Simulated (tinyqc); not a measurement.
Inside a calculation: six-band Luttinger-Kohn model with strain. Values are carried at full precision from step to step, so a last printed digit may differ when a step is redone from the rounded ones.

Constants: hbar^2/2m0 = 3.80998211 eV angstrom^2.

Values chosen for the exercise (near those of Si; shifted at random, so the results belong to these values and not to a real crystal):
- C11 = 174.6 GPa
- C12 = 67.4 GPa
- C44 = 77.8 GPa
- load = uniaxial [100] (kind of stress)
- X = 1.72 GPa (stress)
- Dso = 0.046 eV (spin-orbit splitting)
- g1 = 4.31 (Luttinger gamma1)
- g2 = 0.34 (gamma2)
- g3 = 1.47 (gamma3)
- av = 2.58 eV (valence hydrostatic potential)
- b = -1.99 eV (tetragonal shear potential)
- d = -4.6 eV (trigonal shear potential)
- k = (0.035, 0.001, 0) 1/angstrom (wave vector)
- kmax = 0.08 1/angstrom (end of the path)

## Strain from a uniaxial [100] stress

s11 = (C11 + C12)/((C11 - C12)(C11 + 2 C12)), s12 = -C12/((C11 - C12)(C11 + 2 C12)), s44 = 1/C44; exx = s11 sxx + s12 (syy + szz) and cyclic, exy = s44 sxy/2; tension is positive. A uniaxial stress X along the unit vector n is s_ij = X n_i n_j.

s11, s12, s44 (1/TPa): [7.2963, -2.0321, 12.8535]

strain tensor, rows x, y, z and columns alike:
```
[[0.012550, 0.000000, 0.000000],
 [0.000000, -0.003495, 0.000000],
 [0.000000, 0.000000, -0.003495]]
```

The volume changes by +0.556 %; there is no shear in the cubic axes, so d does not enter.

## The terms P, Q, R, S at one k

P = c g1 k^2 - av tr(e); Q = c g2 (kx^2 + ky^2 - 2 kz^2) - (b/2)(exx + eyy - 2 ezz); R = c sqrt3 [-g2 (kx^2 - ky^2) + 2i g3 kx ky] + (sqrt3/2) b (exx - eyy) - i d exy; S = 2 c sqrt3 g3 (kx - i ky) kz - d (exz - i eyz); c = hbar^2/2m0, e the strain tensor (not engineering shear).

Form the four terms.

Terms (eV):
```
term             from k  from strain
P               0.02013     -0.01434
Q               0.00159      0.01596
R     -0.00275+0.00068i     -0.02765
S               0.00000      0.00000
```

## The Hamiltonian

Six-band Luttinger-Kohn model in the basis |3/2,3/2>, |3/2,1/2>, |3/2,-1/2>, |3/2,-3/2>, |1/2,1/2>, |1/2,-1/2>, electron energies, zero at the top of the unstrained valence band. H = -[rows: (P+Q, -S, R, 0, -S/r2, r2 R); (-S*, P-Q, 0, R, -r2 Q, r32 S); (R*, 0, P-Q, S, r32 S*, r2 Q); (0, R*, S*, P+Q, -r2 R*, -S*/r2); (-S*/r2, -r2 Q, r32 S, -r2 R, P+Dso, 0); (r2 R*, r32 S*, r2 Q, -S/r2, 0, P+Dso)], r2 = sqrt(2), r32 = sqrt(3/2). Levels are twofold.

Each term is the sum of its two parts.

H(k) (eV), rows 3/2,3/2, 3/2,1/2, 3/2,-1/2, 3/2,-3/2, 1/2,1/2, 1/2,-1/2 and columns alike:
```
[[-0.0233, 0, 0.0304-0.0007i, 0, 0, 0.0430-0.0010i],
 [0, 0.0118, 0, 0.0304-0.0007i, 0.0248, 0],
 [0.0304+0.0007i, 0, 0.0118, 0, 0, -0.0248],
 [0, 0.0304+0.0007i, 0, -0.0233, -0.0430-0.0010i, 0],
 [0, 0.0248, 0, -0.0430+0.0010i, -0.0518, 0],
 [0.0430+0.0010i, 0, -0.0248, 0, 0, -0.0518]]
```

## Levels and their make-up

Diagonalise H. The weights add +m and -m and are averaged over each pair; m is taken along z.

levels from the top, each twofold (eV): [0.0293, 0.0036, -0.0963]

weights, rows |3/2,+-3/2>, |3/2,+-1/2>, |1/2,+-1/2>; columns top, second, third:
```
[[0.250, 0.416, 0.334],
 [0.750, 0.139, 0.111],
 [0.000, 0.445, 0.555]]
```

The top pair is 75 % |3/2,+-1/2>, the second pair is 45 % |1/2,+-1/2> and the third pair is 55 % |1/2,+-1/2>.

## Band edges at k = 0
Diagonalise H at k = 0. The weights add +m and -m (m along z) and are averaged over each pair.

edges from the top (eV): [0.0463, 0.0211, -0.0703]

weights at k = 0, rows |3/2,+-3/2>, |3/2,+-1/2>, |1/2,+-1/2>; columns top, second, third:
```
[[0.250, 0.433, 0.317],
 [0.750, 0.144, 0.106],
 [0.000, 0.423, 0.577]]
```

The stress splits the top two pairs by 25.2 meV, 0.97 times kT at 300 K (25.85 meV); the third lies 116.6 meV below the top, against Dso = 46 meV without stress.

## Hole masses at the edges

Curvature at k = 0: m/m0 = -2 c h^2/(E(h u) + E(-h u) - 2 E(0)) with h = 0.0002 1/angstrom along the unit vector u.

Hole masses (m0):
```
direction    top  second  third
[110]      0.242   0.240  0.216
[1-10]     0.242   0.240  0.216
[100]      0.275   0.267  0.180
[001]      0.215   0.218  0.271
```

Of the directions listed, the top pair is lightest along [001] (0.215) and heaviest along [100] (0.275). These masses hold only for hole energies well below the splitting of 25 meV.

## Bands along [110] and [001]

Six points from 0 to kmax in each direction.

Levels (eV):
```
direction  |k| (1/angstrom)      top   second    third  top, no stress  second, no stress
[110]                 0.000   0.0463   0.0211  -0.0703          0.0000             0.0000
[110]                 0.016   0.0423   0.0171  -0.0750         -0.0016            -0.0065
[110]                 0.032   0.0316   0.0061  -0.0911         -0.0056            -0.0236
[110]                 0.048   0.0170  -0.0098  -0.1236         -0.0101            -0.0458
[110]                 0.064   0.0029  -0.0310  -0.1766         -0.0141            -0.0720
[110]                 0.080  -0.0075  -0.0604  -0.2504         -0.0177            -0.1042
[001]                 0.000   0.0463   0.0211  -0.0703          0.0000             0.0000
[001]                 0.016   0.0418   0.0166  -0.0739         -0.0035            -0.0048
[001]                 0.032   0.0287   0.0026  -0.0847         -0.0142            -0.0191
[001]                 0.048   0.0082  -0.0219  -0.1028         -0.0319            -0.0421
[001]                 0.064  -0.0188  -0.0577  -0.1283         -0.0566            -0.0724
[001]                 0.080  -0.0521  -0.1046  -0.1616         -0.0885            -0.1087
```

## Checks

- Levels against the same model in the basis X, Y, Z times spin: they agree to 1e-10 or better.

Program tinyqc; command `OMP_NUM_THREADS=1 python tinyqc.py 1051398 1051399 out.jsonl`; about 0.05 s on one thread of a shared Intel(R) Xeon(R) Processor @ 2.30GHz.
